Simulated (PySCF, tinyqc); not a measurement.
Inside a calculation. Method: CCSD on RHF in the sto-3g basis, for H3-, spin multiplicity 1. The basis has no diffuse functions, so it cannot describe the extra electron: this is an exercise in the method, not the real anion. The lowest restricted solution is unstable here: a spin-polarised one lies 0.1827 hartree lower (PySCF). One step of it, computed by the program tinyqc.

Question. Iteration 3 (converged): orbitals. Diagonalise F' = X^T F X, C = X C', fill 2 alpha and 2 beta electrons from the bottom; D = 2 C_occ C_occ^T. Each column has its largest component positive (the first on a tie).

converged F (hartree), order 1H 1s, 2H 1s, 3H 1s:
$$\begin{pmatrix}
0.175364 & -0.259308 & -0.116063 \\
-0.259308 & 0.175364 & -0.116063 \\
-0.116063 & -0.116063 & 0.264830
\end{pmatrix}$$

X, order 1H 1s, 2H 1s, 3H 1s:
$$\begin{pmatrix}
1.090158 & -0.165107 & -0.164882 \\
-0.165107 & 1.090158 & -0.164882 \\
-0.164882 & -0.164882 & 1.090058
\end{pmatrix}$$

Give: F' = X^T F X; orbital energies; coefficients C; D after iteration 3.

Answer.

F' = X^T F X (hartree):
$$\begin{pmatrix}
0.3491 & -0.3358 & -0.1581 \\
-0.3358 & 0.3491 & -0.1581 \\
-0.1581 & -0.1581 & 0.3936
\end{pmatrix}$$

orbital energies (hartree): MO1 -0.0900, MO2 0.4970, MO3 0.6849

coefficients C, order 1H 1s, 2H 1s, 3H 1s:
$$\begin{pmatrix}
0.5245 & -0.4242 & 0.8876 \\
0.5245 & -0.4242 & -0.8876 \\
0.2459 & 1.0873 & 0.0000
\end{pmatrix}$$

D after iteration 3, order 1H 1s, 2H 1s, 3H 1s:
$$\begin{pmatrix}
0.9101 & 0.9101 & -0.6645 \\
0.9101 & 0.9101 & -0.6645 \\
-0.6645 & -0.6645 & 2.4852
\end{pmatrix}$$
